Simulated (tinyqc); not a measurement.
Inside a calculation. Method: Pariser-Parr-Pople SCF with singles CI, for the molecule c1ccc2ccccc2c1 (SMILES; centres numbered as the heavy atoms are written). One step of it, computed by the program tinyqc.

Task: Iteration 3: Fock matrix. F_rr = H_rr + P_rr gamma_rr / 2 + sum_(s != r) P_ss gamma_rs; F_rs = H_rs - P_rs gamma_rs / 2; E = tr P (H + F) / 2 + core repulsion sum_(r<s) z_r z_s gamma_rs.

P after iteration 2, lower triangle:
```
            1C         2C         3C         4C         5C         6C         7C        8C
1C    1.000000
2C    0.590167   1.000000
3C    0.000000   0.738231   1.000000
4C   -0.248205   0.000000   0.542296   1.000000
5C    0.000000  -0.156511   0.000000   0.542296   1.000000
6C    0.143583   0.000000  -0.156511   0.000000   0.738231   1.000000
7C    0.000000   0.143583   0.000000  -0.248205   0.000000   0.590167   1.000000
8C   -0.156511   0.000000   0.087800   0.000000  -0.358783   0.000000   0.738231  1.000000
9C    0.000000  -0.248205   0.000000   0.537233   0.000000  -0.248205   0.000000  0.542296
10C   0.738231   0.000000  -0.358783   0.000000   0.087800   0.000000  -0.156511  0.000000

           9C       10C
9C   1.000000
10C  0.542296  1.000000
```

core matrix H (eV), lower triangle:
```
             1C          2C          3C          4C          5C          6C          7C          8C
1C   -43.228564
2C    -2.290000  -43.228564
3C     0.000000   -2.290000  -45.370102
4C     0.000000    0.000000   -2.290000  -49.722169
5C     0.000000    0.000000    0.000000   -2.290000  -45.370102
6C     0.000000    0.000000    0.000000    0.000000   -2.290000  -43.228564
7C     0.000000    0.000000    0.000000    0.000000    0.000000   -2.290000  -43.228564
8C     0.000000    0.000000    0.000000    0.000000    0.000000    0.000000   -2.290000  -45.370102
9C     0.000000    0.000000    0.000000   -2.290000    0.000000    0.000000    0.000000   -2.290000
10C   -2.290000    0.000000    0.000000    0.000000    0.000000    0.000000    0.000000    0.000000

             9C         10C
9C   -49.722169
10C   -2.290000  -45.370102
```

repulsion gamma_rs (eV), lower triangle:
```
            1C         2C         3C         4C         5C         6C         7C         8C
1C   11.130000
2C    5.345539  11.130000
3C    3.871994   5.344569  11.130000
4C    3.517359   3.872154   5.346287  11.130000
5C    2.621214   2.881359   3.873196   5.346287  11.130000
6C    2.270597   2.343780   2.881359   3.872154   5.344569  11.130000
7C    2.343780   2.270597   2.621214   3.517359   3.871994   5.345539  11.130000
8C    2.881359   2.621214   2.881514   3.872515   3.517455   3.871994   5.344569  11.130000
9C    3.872154   3.517359   3.872515   5.345539   3.872515   3.517359   3.872154   5.346287
10C   5.344569   3.871994   3.517455   3.872515   2.881514   2.621214   2.881359   3.873196

            9C        10C
9C   11.130000
10C   5.346287  11.130000
```

Centres (angstrom, eV; a flat drawing with bonds scaled to 1.40 angstrom):

| centre | x | y | core charge z | W | gamma_rr |
|---|---|---|---|---|---|
| 1C | 2.425000 | -0.700000 | 1 | 11.160000 | 11.130000 |
| 2C | 2.425000 | 0.700000 | 1 | 11.160000 | 11.130000 |
| 3C | 1.212000 | 1.400000 | 1 | 11.160000 | 11.130000 |
| 4C | 0.000000 | 0.700000 | 1 | 11.160000 | 11.130000 |
| 5C | -1.212000 | 1.400000 | 1 | 11.160000 | 11.130000 |
| 6C | -2.425000 | 0.700000 | 1 | 11.160000 | 11.130000 |
| 7C | -2.425000 | -0.700000 | 1 | 11.160000 | 11.130000 |
| 8C | -1.212000 | -1.400000 | 1 | 11.160000 | 11.130000 |
| 9C | 0.000000 | -0.700000 | 1 | 11.160000 | 11.130000 |
| 10C | 1.212000 | -1.400000 | 1 | 11.160000 | 11.130000 |

Give: F; pi energy.

Result:

F (eV), lower triangle:
```
          1C       2C       3C       4C       5C       6C       7C       8C
1C   -5.5950
2C   -3.8674  -5.5950
3C    0.0000  -4.2628  -5.5950
4C    0.4365   0.0000  -3.7396  -5.5950
5C    0.0000   0.2255   0.0000  -3.7396  -5.5950
6C   -0.1630   0.0000   0.2255   0.0000  -4.2628  -5.5950
7C    0.0000  -0.1630   0.0000   0.4365   0.0000  -3.8674  -5.5950
8C    0.2255   0.0000  -0.1265   0.0000   0.6310   0.0000  -4.2628  -5.5950
9C    0.0000   0.4365   0.0000  -3.7259   0.0000   0.4365   0.0000  -3.7396
10C  -4.2628   0.0000   0.6310   0.0000  -0.1265   0.0000   0.2255   0.0000

          9C      10C
9C   -5.5950
10C  -3.7396  -5.5950
```

pi energy = -127.8003 eV
